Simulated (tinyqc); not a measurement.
From zero-point volume change back to Grueneisen parameter gamma_O: quasi-harmonic thermal expansion with mode Grueneisen parameters. Computed by tinyqc, a small Python program. Command: `OMP_NUM_THREADS=1 python tinyqc.py 3023153 3023154 out.jsonl qha inv`. One thread of a shared host (Intel(R) Xeon(R) Processor @ 2.30GHz), about 0.09 s of CPU time with the checks.

A crystal with two atoms a cell; per atom there are 1 transverse acoustic (TA), 1/2 longitudinal acoustic (LA) and 3/2 optical (O) modes. Every frequency of group i scales as nu_i (V/V0)^(-gamma_i). The acoustic groups have Debye spectra, density 3 nu^2/nu_i^3 up to nu_i (40 Gauss-Legendre points); the optical group has one frequency. Static energy: E = (9 V0 B0/16) [y^3 B' + y^2 (2 - 4 y)], y = (V0/V)^(2/3) - 1, with pressure P_s = (3 B0/2) (z^7 - z^5) [1 + (3/4)(B' - 4)(z^2 - 1)], z = (V0/V)^(1/3).

Inputs (values chosen for the exercise, for a model crystal):
```
quantity,value,unit
static volume V0,26.2,angstrom^3/atom
static bulk modulus B0,155,GPa
static B',4.38,-
frequency nu_TA,5.28,THz
frequency nu_LA,9.22,THz
frequency nu_O,20.7,THz
Grueneisen parameter gamma_TA,1.4,-
Grueneisen parameter gamma_LA,0.99,-
```

Acoustic groups: Debye.

Constants: h x 1 THz = 4.135667696 meV; k_B = 8.617333262e-05 eV/K; 1 eV/angstrom^3 = 160.2176634 GPa.

Method. Phonon pressure P_ph = sum_i gamma_i U_i/V. At T = 0, U_i is the zero-point energy (h nu/2 a mode); solve P_s + P_ph = 0.

Question. A run gave the result below. Find the Grueneisen parameter gamma_O, known to lie between 1.1 and 2.8.

zero-point volume change = 0.4916109 %

Answer.

Each step takes the trial c = (a f_b - b f_a)/(f_b - f_a), f being the result less the target and a, b, c the logarithms of the listed values; c replaces end b, the old b replaces a if the sign of f changed, and otherwise f_a is halved.

Scan of the range:
```
Grueneisen parameter gamma_O,zero-point volume change (%)
1.10,0.352490
1.29,0.400579
1.50,0.453595
1.75,0.516480
2.05,0.591533
2.40,0.678410
2.80,0.776613
```

False position (Illinois rule, in the logarithm of the input) inside the bracket:
```
step,end a,end b,trial,zero-point volume change (%)
1,1.50000,1.75000,1.64650,0.490480
2,1.75000,1.64650,1.65087,0.491579
3,1.75000,1.65087,1.65112,0.491641
4,1.65087,1.65112,1.65100,0.491611
5,1.65112,1.65100,1.65100,0.491611
```

Zero-point volume change rises at every point of a 13-point scan of the range (every second point is shown), so one value fits; it is bracketed by 1.50 and 1.75. Answer: Grueneisen parameter gamma_O = 1.651.
